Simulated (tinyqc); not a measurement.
Inside a calculation. Method: Pariser-Parr-Pople SCF with singles CI, for the molecule O=CC1=CC=CC=CC=C1 (SMILES; centres numbered as the heavy atoms are written). One step of it, computed by the program tinyqc.

Question. Iteration 2: Fock matrix. F_rr = H_rr + P_rr gamma_rr / 2 + sum_(s != r) P_ss gamma_rs; F_rs = H_rs - P_rs gamma_rs / 2; E = tr P (H + F) / 2 + core repulsion sum_(r<s) z_r z_s gamma_rs.

P after iteration 1, lower triangle:
```
            1O         2C         3C         4C         5C         6C         7C        8C
1O    1.476974
2C    0.783791   0.745917
3C   -0.160401   0.485363   1.156869
4C   -0.245916   0.115892   0.665081   0.764014
5C    0.131418  -0.157915  -0.169781   0.509911   1.140290
6C    0.125512  -0.064088  -0.208421   0.233839   0.732217   0.805436
7C   -0.122975   0.127702   0.161191  -0.027909  -0.164989   0.475960   1.142241
8C   -0.047056   0.023520   0.039120  -0.208765  -0.239329   0.210084   0.756368  0.816776
9C    0.134747  -0.160835  -0.169575  -0.168185   0.156687  -0.002184  -0.168177  0.449599
10C  -0.058703   0.018182   0.378444   0.201826   0.063900  -0.193247  -0.259692  0.207130

           9C       10C
9C   1.146251
10C  0.789028  0.805233
```

core matrix H (eV), lower triangle:
```
             1O          2C          3C          4C          5C          6C          7C          8C
1O   -46.117707
2C    -2.510000  -43.050974
3C     0.000000   -2.390000  -47.779141
4C     0.000000    0.000000   -2.390000  -45.358730
5C     0.000000    0.000000    0.000000   -2.390000  -43.594921
6C     0.000000    0.000000    0.000000    0.000000   -2.390000  -42.834206
7C     0.000000    0.000000    0.000000    0.000000    0.000000   -2.390000  -42.671916
8C     0.000000    0.000000    0.000000    0.000000    0.000000    0.000000   -2.390000  -43.021403
9C     0.000000    0.000000    0.000000    0.000000    0.000000    0.000000    0.000000   -2.390000
10C    0.000000    0.000000   -2.390000    0.000000    0.000000    0.000000    0.000000    0.000000

             9C         10C
9C   -44.056434
10C   -2.390000  -46.178509
```

repulsion gamma_rs (eV), lower triangle:
```
            1O         2C         3C         4C         5C         6C         7C         8C
1O   15.200000
2C    5.774010  11.130000
3C    4.092247   5.344560  11.130000
4C    3.043844   3.975591   5.344829  11.130000
5C    2.375075   2.876853   3.710610   5.344983  11.130000
6C    2.091024   2.400803   3.081144   3.710493   5.346485  11.130000
7C    2.063401   2.266700   2.907728   3.080520   3.710610   5.344586  11.130000
8C    2.279311   2.400528   3.080883   2.907298   3.081144   3.710674   5.346485  11.130000
9C    2.839464   2.876663   3.710610   3.080498   2.907728   3.080883   3.710610   5.344586
10C   3.859332   3.975266   5.346530   3.710674   3.081433   2.908114   3.081276   3.710493

            9C        10C
9C   11.130000
10C   5.345391  11.130000
```

Centres (angstrom, eV; a flat drawing with bonds scaled to 1.40 angstrom):

| centre | x | y | core charge z | W | gamma_rr |
|---|---|---|---|---|---|
| 1O | -3.362000 | 0.462000 | 1 | 17.700000 | 15.200000 |
| 2C | -2.445000 | -0.596000 | 1 | 11.160000 | 11.130000 |
| 3C | -1.070000 | -0.330000 | 1 | 11.160000 | 11.130000 |
| 4C | -0.299000 | -1.499000 | 1 | 11.160000 | 11.130000 |
| 5C | 1.073000 | -1.779000 | 1 | 11.160000 | 11.130000 |
| 6C | 2.241000 | -1.008000 | 1 | 11.160000 | 11.130000 |
| 7C | 2.522000 | 0.364000 | 1 | 11.160000 | 11.130000 |
| 8C | 1.751000 | 1.532000 | 1 | 11.160000 | 11.130000 |
| 9C | 0.379000 | 1.813000 | 1 | 11.160000 | 11.130000 |
| 10C | -0.789000 | 1.041000 | 1 | 11.160000 | 11.130000 |

Give: F; pi energy.

Answer.

F (eV), lower triangle:
```
          1O       2C       3C       4C       5C       6C       7C       8C
1O   -8.5526
2C   -4.7728  -4.8892
3C    0.3282  -3.6870  -6.1179
4C    0.3743  -0.2304  -4.1674  -5.9669
5C   -0.1561   0.2271   0.3150  -3.7527  -6.3435
6C   -0.1312   0.0769   0.3211  -0.4338  -4.3474  -5.9681
7C    0.1269  -0.1447  -0.2343   0.0430   0.3061  -3.6619  -6.2224
8C    0.0536  -0.0282  -0.0603   0.3035   0.3687  -0.3898  -4.4120  -5.8104
9C   -0.1913   0.2313   0.3146   0.2590  -0.2278   0.0034   0.3120  -3.5915
10C   0.1133  -0.0361  -3.4017  -0.3745  -0.0985   0.2810   0.4001  -0.3843

          9C      10C
9C   -5.9866
10C  -4.4988  -5.4784
```

pi energy = -132.0800 eV
